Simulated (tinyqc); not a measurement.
Arrhenius fit: deep-level transient spectroscopy (DLTS) of one majority-carrier trap. Computed by tinyqc, a small Python program. Command: `OMP_NUM_THREADS=1 python tinyqc.py 3017366 3017367 out.jsonl dlts walk`. One thread of a shared host (Intel(R) Xeon(R) Processor @ 2.30GHz), about 0.08 s of CPU time with the checks.

A filling pulse loads the traps in a one-sided junction; under reverse bias they empty at the rate e, and the capacitance relaxes as C(t) = C_0 - dC exp(-e t). The signal is S = [C(t_2) - C(t_1)]/dC.

Inputs (values chosen for the exercise, with mass and screening modelled on GaSb):
```
quantity                    value  unit
density-of-states mass m    0.407   m_0
valleys M                       1     -
trap depth E_t              0.132    eV
cross-section sigma_0     2.7e-17  cm^2
degeneracy ratio g              1     -
gate time t_1                0.02     s
ratio t_2/t_1                   5     -
dielectric constant eps      16.2     -
mean field F                43000  V/cm
```

Carriers: holes. Extra term: Poole-Frenkel lowering.

Constants: k_B = 8.617333262e-05 eV/K; k_B = 1.380649e-23 J/K; m_0 = 9.1093837015e-31 kg; h = 6.62607015e-34 J s; e = 1.602176634e-19 C; eps_0 = 8.8541878128e-12 F/m.

Method:
- e = g sigma v N_b exp(-E/k_B T), v = sqrt(3 k_B T/m), N_b = 2 M (2 pi m k_B T/h^2)^(3/2), sigma = sigma_0, E = E_t - dE with the one-dimensional Poole-Frenkel lowering dE = sqrt(e^3 F/(pi eps eps_0)), F being held as an input apart from the bias (the centre is charged when empty).
- S(e) = exp(-e t_1) - exp(-e t_2) peaks at the rate window e_0 = ln(t_2/t_1)/(t_2 - t_1).
- t_1 is scaled by 0.1, 0.3, 1, 3, 10 and 30 at fixed t_2/t_1; each T_p by bisection.
- Least squares of ln(e_0/T_p^2) on 1/(k_B T_p): slope -E_a, intercept ln(gamma sigma_a) with gamma = v N_b/T^2 = sqrt(3 k_B/m) 2 M (2 pi m k_B/h^2)^(3/2). For comparison, the slope of ln e_0 alone.

Arrhenius data:
```
t_1 (s)  e_0 (1/s)  T_p (K)  1/(k_B T_p) (1/eV)  ln(e_0/T_p^2)
0.002      201.180  77.6401             149.465       -3.39997
0.006       67.060  72.5982             159.846       -4.36429
0.020       20.118  67.7383             171.314       -5.42969
0.060        6.706  63.8121             181.854       -6.40889
0.200        2.012  59.9778             193.480       -7.48892
0.600        0.671  56.8430             204.150       -8.48017
```

apparent depth E_a = 0.092899 eV

intercept = 10.485

gamma = 1.3254e+21 cm^-2 s^-1 K^-2

apparent cross-section = 2.7000e-17 cm^2

slope without T^2 = 0.10429 eV

What follows from these numbers?

The apparent depth is 0.0929 eV against E_t = 0.132 eV, and the apparent cross-section is 1.000 times sigma_0: the field lowers the slope, so the depth must be extrapolated to zero field against sqrt(F). Leaving out the T^2 factor overstates the slope by 11 meV, about 2 k_B T_p.

Extremes, crossings and ranges named in words are read from the listed rows.
